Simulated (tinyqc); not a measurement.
Inside a calculation: ionisation potential and affinity of a slab from the planar-averaged potential. Values are carried at full precision from step to step, so a last printed digit may differ when a step is redone from the rounded ones.

A model of the planar-averaged electrostatic energy of an electron in a periodic cell of N1 periods of A (L1 = N1 n1 h) and N2 periods of vacuum (L2 = N2 n2 h), on z_j = j h: V(z) = f VA + (1 - f) VB + F t(z), VA = V1[0] + V1[1] cos(2 pi z/(n1 h)) + V1[2] cos(4 pi z/(n1 h)), VB the same with V2, n2 and z - L1. f = [tanh(z/w) - tanh((z - L1)/w) + tanh((z - L1 - L2)/w)]/2 + 1/2; t(z) = z - L1/2 in A and (L1/L2)(L1 + L2/2 - z) beyond, so that the cell is periodic.

Constants: e^2/(4 pi eps0) = 14.39964547 eV angstrom.

Inputs chosen for the exercise (gap near that of InAs; shifted at random, so the results belong to these values and not to a real crystal):
```
symbol  value                 unit         meaning
h       0.3                   angstrom     grid step
n1      6                                  grid points per period of A
n2      7                                  grid points per period of the vacuum filter
N1      4                                  periods of A
N2      4                                  periods of vacuum
V1      (-4.69, 2.85, -0.29)  eV           mean and two harmonics of the potential in A
V2      (0, 0, 0)             eV           the same in vacuum
w       0.51                  angstrom     width of the interfaces
F       0                     eV/angstrom  slope in A from opposite charges on the two interfaces
Ev1     -0.11                 eV           valence top of bulk A above its mean potential
Eg1     (0.05, 0.4)           eV           gap of A: semi-local value, corrected value
fv1     0.31                               share of the correction that lowers the valence top of A
eps     1.7                                dielectric constant at the interface
```

## The planar average

Evaluate V on the grid, j = 0, 1, ...

V(z_j) (eV): -1.065  -2.385  -5.452  -7.607  -5.917  -3.111  -2.128  -3.119  -5.970  -7.830  -5.970  -3.120  -2.130  -3.120  -5.970  -7.830  -5.970  -3.119  -2.128  -3.111  -5.917  -7.607  -5.452  -2.385  -1.065  -0.735  -0.518  -0.223  -0.053  -0.009  -0.002  -0.001  0.000  0.000  0.000  0.000  0.000  0.000  0.000  0.000  0.000  0.000  0.000  0.000  0.000  -0.002  -0.005  -0.009  -0.019  -0.089  -0.518  -1.845

## Running means

Running mean over n points, periodic: for odd n the plain mean of the n points centred on j; for even n the n + 1 points with half weight at both ends. The macroscopic average applies the mean over n1 points and then over n2 points.

Apply the first mean, then the second.

after the mean over n1 points (eV): -2.519  -3.595  -4.151  -4.345  -4.494  -4.599  -4.661  -4.684  -4.689  -4.690  -4.690  -4.690  -4.690  -4.690  -4.690  -4.690  -4.689  -4.684  -4.661  -4.599  -4.494  -4.345  -4.058  -3.410  -2.345  -1.280  -0.632  -0.345  -0.196  -0.091  -0.029  -0.006  -0.001  0.000  0.000  0.000  0.000  0.000  0.000  0.000  0.000  0.000  0.000  -0.001  -0.002  -0.004  -0.013  -0.064  -0.261  -0.503  -0.789  -1.440

macroscopic average (eV): -2.477  -3.047  -3.592  -4.052  -4.361  -4.517  -4.594  -4.644  -4.672  -4.685  -4.689  -4.690  -4.690  -4.690  -4.689  -4.685  -4.672  -4.644  -4.594  -4.504  -4.321  -3.987  -3.504  -2.938  -2.345  -1.752  -1.186  -0.703  -0.369  -0.186  -0.096  -0.046  -0.018  -0.005  -0.001  0.000  0.000  0.000  0.000  0.000  0.000  0.000  -0.001  -0.003  -0.012  -0.049  -0.121  -0.234  -0.439  -0.798  -1.310  -1.894

Around the middle of vacuum the first mean varies by 0 meV over five points and the second by 0 meV.

## The potential line-up

Read the macroscopic average in the middle of each region, j = 12 and j = 38, and its slope in A by a central difference over two points each way.

plateau in A = -4.690 eV
plateau in vacuum = 0.000 eV
dV = vacuum - A = 4.690 eV
slope in A = 0.000 eV/angstrom

The plateaus are flat, so the line-up is well defined.

## Ionisation potential and affinity

IP = dV - Ev1, EA = IP - gap. The correction opens the gap by c = Eg1[1] - Eg1[0], lowers the valence top by fv1 c and raises the conduction edge by (1 - fv1) c; dV is kept.

IP, EA with the semi-local gap (eV): 4.800  4.750

c = 0.35 eV

IP, EA corrected (eV): 4.908  4.508

The correction raises IP by 0.11 eV and lowers EA by 0.24 eV.

## The dipole behind the step

A step dV of the mean electron energy from A to vacuum across an interface equals 4 pi (e^2/4 pi eps0) times a dipole per area p (in e angstrom per angstrom^2). For a change of 0.1 eV in dV, give the charge per area moved over 2 angstrom in a medium of dielectric constant eps: sigma = 0.1 eps/(4 pi (e^2/4 pi eps0) 2). 1 angstrom^-2 = 1e16 cm^-2.

|p| = 0.02592 e/angstrom
sigma = 4.70e+12 e/cm^2

With about 7e14 atoms per cm^2 in a plane (as on a silicon (100) face), 0.7 % of an electron per atom shifts the line-up by 0.1 eV.

## Checks

- Line-up in a cell of 14 + 14 periods without slope against V2[0] - V1[0] (eV): both 4.6900.

Computed by tinyqc, a small Python program: `OMP_NUM_THREADS=1 python tinyqc.py 1850062 1850063 out.jsonl` (the numbers bound the seed that draws the inputs); one thread of a shared host (Intel(R) Xeon(R) Processor @ 2.30GHz), about 0.01 s for the whole set of steps.
